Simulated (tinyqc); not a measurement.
Finite-difference solution of the diffusion equation on a small grid: one step, computed by the program tinyqc. Command: `OMP_NUM_THREADS=1 python tinyqc.py 3013679 3013680 out.jsonl fdiff walk`. One thread of a shared host (Intel(R) Xeon(R) Processor @ 2.30GHz), about 0.01 s of CPU time with the checks.

dC/dt = D d2C/dx2 on nodes x_j = j dx, j = 0..7; the far end is sealed.

Question. Amplification factors. The mode of M with eigenvalue mu has its amplitude multiplied per step by g = (1 + (1 - theta) r mu)/(1 - theta r mu), with theta = 0 explicit, 1 implicit, 1/2 Crank-Nicolson; the explicit scheme is stable for r up to 2/|mu_min|.

Boundary at x = 0: sealed surface. Scheme: explicit.

operator M:
```
    0   1   2   3   4   5   6   7
0  -2   2   0   0   0   0   0   0
1   1  -2   1   0   0   0   0   0
2   0   1  -2   1   0   0   0   0
3   0   0   1  -2   1   0   0   0
4   0   0   0   1  -2   1   0   0
5   0   0   0   0   1  -2   1   0
6   0   0   0   0   0   1  -2   1
7   0   0   0   0   0   0   2  -2
```

mesh ratio r = 0.19656

Give: eigenvalues mu of M; factors g; largest stable r of the explicit scheme.

Answer.

eigenvalues mu of M: -4.000  -3.802  -3.247  -2.445  -1.555  -0.753  -0.198  0.000

factors g: 0.214  0.253  0.362  0.519  0.694  0.852  0.961  1.000

largest stable r of the explicit scheme = 0.5

The smallest factor is 0.214: no mode changes sign, and all decay but one with mu = 0 where there is such a mode.
